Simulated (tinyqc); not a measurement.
Correction of a charged-defect supercell by a model charge and potential alignment (plane-averaged potentials). From one set of inputs to another, one input at a time. Computed by tinyqc, a small Python program. Command: `OMP_NUM_THREADS=1 python tinyqc.py 3113169 3113170 out.jsonl align ladder`. One thread of a shared host (Intel(R) Xeon(R) Processor @ 2.30GHz), about 0.02 s of CPU time with the checks.

The "true" defect charge is (1 - x) q in a Gaussian of width sigma plus x q in one of width sigma_t, so the exact answer is known; the correction sees only a single model Gaussian of width sigma_m. A Gaussian of width s has the transform rho(G) = exp(-G^2 s^2/2), normalised to 1. A uniform background cancels q, so G = 0 is left out. Potentials are those felt by a unit positive charge. E_0 is the formation energy of the isolated defect, E_cell its value in the supercell, E_lat = E_iso - E_per of the model charge, C the true less the model potential far from the defect; the exact correction is E_0 - E_cell, and the error of a scheme is E_cell plus its correction less E_0.

The inputs printed are set A. Inputs not listed in the table keep their values of set A, so the rows need not describe a real material.

Inputs (values chosen for the exercise, with screening close to that of diamond):

| quantity | value | unit |
|---|---|---|
| defect charge q | 3 | e |
| dielectric constant eps | 5.9 | - |
| edge of the cubic cell L | 15.5 | angstrom |
| width sigma of the true defect charge | 1.4 | angstrom |
| width sigma_m of the model charge | 1.1 | angstrom |
| share x of the charge in a wide tail | 0.24 | - |
| width sigma_t of the tail | 3.1 | angstrom |
| formation energy of the isolated defect E_0 | 3.79 | eV |

Constants: e^2/(4 pi eps_0) = 14.39964548 eV angstrom.

Method:
- Periodic energy E_per = (2 pi q^2/(eps L^3)) (e^2/(4 pi eps_0)) sum_(G != 0) rho(G)^2/G^2, G = (2 pi/L)(n1, n2, n3), |n_i| <= 16. Isolated energy: two Gaussians of charges q_a, q_b and widths a, b interact by q_a q_b (e^2/(4 pi eps_0 eps)) sqrt(2/pi)/sqrt(a^2 + b^2), and the self-energy is half the sum over pairs.
- Supercell value E_cell = E_0 + E_per - E_iso for the true charge.
- E_lat = E_iso - E_per for the model charge; point-charge value alpha q^2 e^2/(4 pi eps_0 eps 2 L) with alpha = 2.837297.
- Plane-averaged potential at distance z from the defect: V(z) = (4 pi q/(eps L^3)) (e^2/(4 pi eps_0 e)) sum_(m != 0) rho(G_m) cos(G_m z)/G_m^2, G_m = 2 pi m/L, |m| <= 40.
- C = difference at z = L/2; E_corr = E_cell + E_lat - q C. For charges that have died out at L/2, C = (2 pi q/(eps L^3)) (e^2/(4 pi eps_0 e)) (<s^2> - sigma_m^2), <s^2> = (1 - x) sigma^2 + x sigma_t^2.

Each row keeps all changes above it:

| input moved | from | to | E_lat (eV) | alignment C (V) | error with the point-charge term alone (meV) |
|---|---|---|---|---|---|
| set A | - | - | 1.9656 | 0.030805 | 140.58 |
| width sigma_t of the tail (angstrom) | 3.1 | 2.2 | 1.9656 | 0.017783 | 98.26 |
| edge of the cubic cell L (angstrom) | 15.5 | 15 | 2.0279 | 0.019609 | 108.41 |
| dielectric constant eps | 5.9 | 9.11 | 1.3134 | 0.012699 | 70.21 |
| share x of the charge in a wide tail | 0.24 | 0.2 | 1.3134 | 0.011686 | 67.16 |

Where does the difference come from?

E_lat goes from 1.97 to 1.31, a factor 0.668 in all. The largest single move comes from dielectric constant eps (a factor 0.648). Alignment C goes from 0.0308 to 0.0117, a factor 0.379 in all. The largest single move comes from width sigma_t of the tail (a factor 0.577), and edge of the cubic cell L works against it (a factor 1.10). Error with the point-charge term alone goes from 141 to 67.2, a factor 0.478 in all. The largest single move comes from dielectric constant eps (a factor 0.648), and edge of the cubic cell L works against it (a factor 1.10). The single moves hold for this order of the switches; the total does not depend on the order.

Extremes, crossings and ranges named in words are read from the listed rows.
